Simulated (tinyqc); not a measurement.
From peak-to-valley ratio back to satellite-valley mobility mu2: two-valley model of the transferred-electron effect. Computed by tinyqc, a small Python program. Command: `OMP_NUM_THREADS=1 python tinyqc.py 3016693 3016694 out.jsonl gunn inv`. One thread of a shared host (Intel(R) Xeon(R) Processor @ 2.30GHz), about 0.03 s of CPU time with the checks.

Both kinds of valley share one electron temperature T_e, and each has a constant mobility.

Inputs (values chosen for the exercise, modelled on In0.53Ga0.47As):

| quantity | value | unit |
|---|---|---|
| central-valley mass m1 | 0.044 | m_0 |
| satellite-valley mass m2 | 0.26 | m_0 |
| satellite valleys Z | 4 | - |
| valley separation dE | 0.54 | eV |
| central-valley mobility mu1 | 11000 | cm^2/(V s) |
| energy relaxation time tau_E | 1.1 | ps |
| lattice temperature T | 250 | K |

Solver: bisection.

Constants: k_B = 8.617333262e-05 eV/K.

Method. Density-of-states ratio R = Z (m2/m1)^(3/2); n2/n1 = R exp(-dE/(k_B T_e)); mean mobility mu = (mu1 + mu2 n2/n1)/(1 + n2/n1); energy balance e mu F^2 = (3/2) k_B (T_e - T)/tau_E; v = mu F. Using T_e as the parameter, F(T_e) = sqrt(3 k_B (T_e - T)/(2 e mu tau_E)) and v = mu F; find the first maximum and the next minimum of v, and the most negative dv/dF between them.

Task: A run gave the result below. Find the satellite-valley mobility mu2, known to lie between 140 and 210 cm^2/(V s).

peak-to-valley ratio = 1.467727

Result:

Each step takes the trial c = (a f_b - b f_a)/(f_b - f_a), f being the result less the target and a, b, c the logarithms of the listed values; c replaces end b, the old b replaces a if the sign of f changed, and otherwise f_a is halved.

Scan of the range:

| satellite-valley mobility mu2 (cm^2/(V s)) | peak-to-valley ratio |
|---|---|
| 140 | 1.48852 |
| 150 | 1.48045 |
| 160 | 1.47262 |
| 171 | 1.46427 |
| 183 | 1.45544 |
| 196 | 1.44621 |
| 210 | 1.43662 |

False position (Illinois rule, in the logarithm of the input) inside the bracket:

| step | end a | end b | trial | peak-to-valley ratio |
|---|---|---|---|---|
| 1 | 160.000 | 171.000 | 166.354 | 1.46776 |
| 2 | 171.000 | 166.354 | 166.400 | 1.46773 |
| 3 | 171.000 | 166.400 | 166.401 | 1.46773 |
| 4 | 166.400 | 166.401 | 166.401 | 1.46773 |

Peak-to-valley ratio falls at every point of a 13-point scan of the range (every second point is shown), so one value fits; it is bracketed by 160 and 171. Answer: satellite-valley mobility mu2 = 166.4 cm^2/(V s).
